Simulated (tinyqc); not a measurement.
Worked calculation: physical sputtering: collision-cascade yield, angular dependence, faceting and resputtering in deposition. Computed by tinyqc, a small Python program that keeps every step. Command: `OMP_NUM_THREADS=1 python tinyqc.py 3014782 3014783 out.jsonl sputter walk`. One thread of a shared host (Intel(R) Xeon(R) Processor @ 2.30GHz), about 0.01 s of CPU time with the checks. Intermediate numbers are printed to about 7 digits and carried at full precision; extremes and crossings named in words are read from the listed rows.

Ions start collision cascades; atoms that reach the surface with more than U leave. The target is amorphous or fine-grained.

Inputs (values chosen for the exercise, modelled on neon ions on cobalt):
```
quantity,value,unit
ion Z1,10,-
ion mass M1,20.2,u
target Z2,27,-
target mass M2,58.9,u
surface binding energy U,4.39,eV
target density N,90.9,1/nm^3
fit factor Q,0.94,-
ion energy E,200,eV
current density J,2.2,mA/cm^2
angular exponent f,1.9,-
angle of the largest yield,59,degrees
angle of incidence,65,degrees
"deposition rate over sputter rate on a flat surface, D/S",1.6,-
```

Constants: e = 1.602176634e-19 C.

## Yield at normal incidence

gamma = 4 M1 M2/(M1 + M2)^2; threshold E_th = 6.7 U/gamma for M1 >= M2, else U (1 + 5.7 M1/M2)/gamma. eps = 0.03255 M2 E/(Z1 Z2 (M1 + M2) z), z = (Z1^(2/3) + Z2^(2/3))^(1/2), E in eV; s_n = 3.441 sqrt(eps) ln(eps + 2.718)/(1 + 6.355 sqrt(eps) + eps (6.882 sqrt(eps) - 1.708)); S_n = 84.78 Z1 Z2 M1 s_n/((M1 + M2) z) in eV angstrom^2; alpha = 0.249 (M2/M1)^0.56 + 0.0035 (M2/M1)^1.5 for M1 <= M2, else 0.0875 (M2/M1)^(-0.15) + 0.165 M2/M1; Y0 = 0.042 Q alpha S_n/U [1 - sqrt(E_th/E)]^2.5 (the electronic-loss factor of the full formula is dropped). Erosion rate = Y0 J/(e N); 1 cm^2 = 1e14 nm^2.

energy transfer factor gamma = 0.7606304

threshold E_th = 17.05394 eV

reduced energy eps = 0.004860977

nuclear stopping S_n = 264.6598 eV angstrom^2

alpha = 0.4708116

yield Y0 = 0.4726242 atoms per ion

erosion rate = 42.83666 nm/min

The threshold factor is 0.422; the energy cost is 423 eV per removed atom, 96.4 times U.

## Oblique incidence

Angular law: Y/Y0 = t^f exp(-f cos(a_opt)(t - 1)), t = 1/cos(angle), largest at a_opt. A plane tilted by the angle recedes along the beam at a speed proportional to Y(angle), and along its own normal as Y cos(angle).

Y/Y0 at the angle = 1.349206

yield at the angle = 0.6376674 atoms per ion

normal speed relative to a flat surface = 0.5701991

largest Y/Y0 = 1.403894

## Deposition with resputtering

With a directional flux, net growth along the beam is D - S Y(angle)/Y0. Slopes where Y/Y0 exceeds D/S are etched: solve Y/Y0 = D/S below a_opt, if the largest Y/Y0 exceeds D/S. The normal speed is largest where f (1 - cos(a_opt)/cos(angle)) = 1, cos(angle) = f cos(a_opt)/(f - 1), or at angle 0 if this exceeds 1.

Angle of zero net growth: none: every slope grows

angle of the largest normal speed = 0 degrees

Deposition outweighs sputtering at every angle, so no slope is cut back.

## Yield over energy

The formulas are those given above.

Normal incidence:
```
E (eV),eps,S_n (eV angstrom^2),Y0,Y0 per keV
50,1.215244e-03,155.7016,0.073576,1.471518
100,2.430488e-03,205.1215,0.229315,2.293151
200,4.860977e-03,264.6598,0.472624,2.363121
300,7.291465e-03,303.8408,0.651160,2.170533
500,1.215244e-02,356.9997,0.907285,1.814570
1000,2.430488e-02,433.6110,1.293960,1.293960
2000,4.860977e-02,510.8548,1.697710,0.848855
5000,1.215244e-01,600.5313,2.187557,0.437511
10000,2.430488e-01,641.6268,2.444856,0.244486
30000,7.291465e-01,607.9752,2.423514,0.080784
100000,2.430488e+00,423.7604,1.736233,0.017362
```

The yield per keV peaks at 200 eV among these rows, 12 times the threshold, the most economical range for removing atoms. Y0 varies as E^1.64 between the first rows and as E^-0.28 at the end; it peaks near 10000 eV, close to the broad maximum of nuclear stopping. Caution: the electronic-loss factor, dropped here, would lower the yields at the highest energies slightly.

Checks made by the program: position of the angular maximum (relative difference below 1e-10).
